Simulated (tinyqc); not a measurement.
Dose and depth of a threshold implant.

Inverse problem. A sheet of D acceptors per cm^2 lies at depth xi inside the depleted layer of a body doped Na. In the depletion approximation VT = Vfb + f2 + q D/Cox + gamma sqrt(f2 + Vsb - q D xi/(eps0 eps_r)), gamma = sqrt(2 eps0 eps_r q Na)/Cox, Cox = eps0 eox/tox. Find gamma, D and xi.

Inputs (values chosen for the exercise); band and dielectric values close to those of silicon:
```
symbol   value   unit                                                                 meaning
eps_r     11.6                                                          relative permittivity
Na      4.4e17  cm^-3                                       acceptor density deep in the body
eox        3.9         relative permittivity of the gate insulator (close to silicon dioxide)
tox          2     nm                                                     insulator thickness
Vfb      -0.65      V                                                       flat-band voltage
f2       0.927      V                                        band bending 2 phiF at threshold
```

Constants: q = 1.602176634e-19 C, eps0 = 8.8541878128e-14 F/cm where lengths are in cm. Results are converted to the units shown.

VT against the source at Vsb = 0 and 1.7 V (V): 0.57408622  0.72636560

Answer. With y^2 = f2 - q D xi/(eps0 eps_r) and d the difference of the thresholds over gamma, sqrt(y^2 + Vsb) - y = d gives y = (Vsb - d^2)/(2 d). The first threshold then gives D, and y^2 gives xi.

gamma = 0.2204 V^0.5
D = 1.100e12 cm^-2
xi = 8.400 nm

Numbers from tinyqc (`OMP_NUM_THREADS=1 python tinyqc.py 2080066 2080067 out.jsonl`; about 0.3 s on one thread of a shared Intel Xeon 2.30GHz).
